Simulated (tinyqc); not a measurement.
Width of the well: quantum-confined Stark effect in a modulator well.

Envelopes on cells of 0.5 angstrom over the well |z| < L/2 and 45 angstrom of barrier on each side, psi = 0 beyond, psi'/m continuous (mean mass between points), c = hbar^2/2m0. The electron sees + e F z and the hole - e F z, each with its offset in the barriers; 1 kV/cm = 1e-5 eV/angstrom. Light holes, band mixing and escape by tunnelling are left out.

Exciton: in-plane function exp(-rho/lam), 1/mu = 1/me + 1/mp, E(lam) = c/(mu lam^2) - (q/eps) times the integral over k of Fm(k)(1 + (k lam/2)^2)^(-3/2), Fm(k) the double integral of psi_e^2 psi_h^2 exp(-k |z - z'|), q = e^2/(4 pi eps0); binding Eb = -E at the minimum. Line at Eg + E_e + E_h - Eb, strength proportional to overlap^2/lam^2.

Constants: hbar^2/2m0 = 3.80998211 eV angstrom^2; e^2/(4 pi eps0) = 14.39964547 eV angstrom; hc = 1239.841984 eV nm.

Values chosen for the exercise (near those of a Ge well in SiGe, direct gap; not measured data): Vc = 0.381 eV (conduction offset); Vv = 0.117 eV (heavy-hole offset); me = 0.0406 m0 (electron, well); meb = 0.0548 m0 (electron, barrier); mh = 0.208 m0 (heavy hole along z, well); mhb = 0.23 m0 (heavy hole, barrier); Eg = 0.837 eV (gap of the well); mp = 0.068 m0 (heavy hole in the plane); eps = 15.7 (dielectric constant); Ls = (56, 74, 92, 112, 136, 164) angstrom (widths); F_L = 34 kV/cm (field for this table).

Zero-field line, its shift at F_L and the relative strength.

Results:

| L (angstrom) | line at F = 0 (nm) | Eb (meV) | shift (meV) | relative strength | shift x strength (meV) |
|---|---|---|---|---|---|
| 56 | 1283.4 | 4.18 | -0.56 | 0.987 | 0.55 |
| 74 | 1338.6 | 4.03 | -1.03 | 0.968 | 1.00 |
| 92 | 1374.7 | 3.90 | -1.82 | 0.926 | 1.68 |
| 112 | 1401.6 | 3.75 | -3.15 | 0.839 | 2.64 |
| 136 | 1422.9 | 3.60 | -5.49 | 0.675 | 3.71 |
| 164 | 1439.0 | 3.44 | -9.26 | 0.446 | 4.13 |

The shift grows with exponent 2.21 in L over the first two rows and 2.79 over the last two, against 4 for hard walls at second order; leakage lowers it in narrow wells and saturation in wide ones. The strength falls from 0.99 to 0.45, and the product of the two is largest at 164 angstrom, the widest listed.

Run: tinyqc, `OMP_NUM_THREADS=1 python tinyqc.py 1281187 1281188 out.jsonl`; Intel(R) Xeon(R) Processor @ 2.30GHz, one thread, shared host; about 0.2 s of CPU time with all checks.
